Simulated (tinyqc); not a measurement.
What the anneal budget does: two-dimensional dopant profile at a mask edge: lateral junction, overlap and effective channel length. Computed by tinyqc, a small Python program. Command: `OMP_NUM_THREADS=1 python tinyqc.py 3011906 3011907 out.jsonl lateral walk`. One thread of a shared host (Intel(R) Xeon(R) Processor @ 2.30GHz), about 0.02 s of CPU time with the checks.

Ions enter for y < 0; the mask (spacer, then gate) covers y > 0. x is the depth. The surface reflects dopant during the anneal.

Inputs (values chosen for the exercise, modelled on a source-drain extension in silicon):

| quantity | value | unit |
|---|---|---|
| dose Q | 3.8e+14 | 1/cm^2 |
| projected range R_p | 4.9 | nm |
| vertical straggle | 1.6 | nm |
| lateral straggle | 1 | nm |
| anneal budget D t | 9.7e-14 | cm^2 |
| channel doping C_B | 5.1e+17 | 1/cm^3 |
| gate length L_g | 57 | nm |
| offset spacer | 1.8 | nm |

Method:
- Widths s_x^2 = (vertical straggle)^2 + 2 D t, s_y^2 = (lateral straggle)^2 + 2 D t. C(x, y) = V(x) (1/2) erfc(y/(sqrt2 s_y)), V(x) = Q/(sqrt(2 pi) s_x) [exp(-(x - R_p)^2/(2 s_x^2)) + exp(-(x + R_p)^2/(2 s_x^2))]; 1 nm = 1e-7 cm.
- The lateral junction at depth x solves C = C_B: y_j(x) = sqrt2 s_y erfc^-1(2 C_B/V(x)). Overlap under the gate = y_j(0) - spacer; metallurgical channel L_met = L_g - 2 overlap (tails from the two sides are not added).
- x_j solves V(x) = C_B. Budgets are multiples of the given D t (at 0 the mirror term is kept, which overstates V(0) as implanted); those with V(0) not above 2.5 C_B are left out.

Junctions (nm):

| multiple | s_x | s_y | x_j | y_j(0) | y_j/x_j | L_met |
|---|---|---|---|---|---|---|
| 0.0 | 1.600 | 1.000 | 11.108 | 1.891 | 0.17028 | 56.817 |
| 0.1 | 2.121 | 1.715 | 12.975 | 4.400 | 0.33912 | 51.800 |
| 0.3 | 2.895 | 2.612 | 15.680 | 7.500 | 0.47830 | 45.600 |
| 1.0 | 4.686 | 4.517 | 21.734 | 13.538 | 0.62288 | 33.524 |
| 2.0 | 6.431 | 6.309 | 27.432 | 18.794 | 0.68509 | 23.013 |
| 4.0 | 8.953 | 8.866 | 35.441 | 25.889 | 0.73048 | 8.822 |
| 8.0 | 12.560 | 12.498 | 46.635 | 35.452 | 0.76021 | -10.304 |
| 16.0 | 17.691 | 17.647 | 62.264 | 48.314 | 0.77595 | -36.027 |

The ratio y_j/x_j goes from 0.17 to 0.78: as implanted, x_j includes R_p and y_j only the lateral straggle; after long diffusion both scale roughly with sqrt(D t) as long as V(0) stays far above C_B, and the ratio stays below 1 because the edge starts from half the concentration and an erfc falls faster than the Gaussian. L_met is negative in the rows beyond a multiple of 4: source and drain merge.
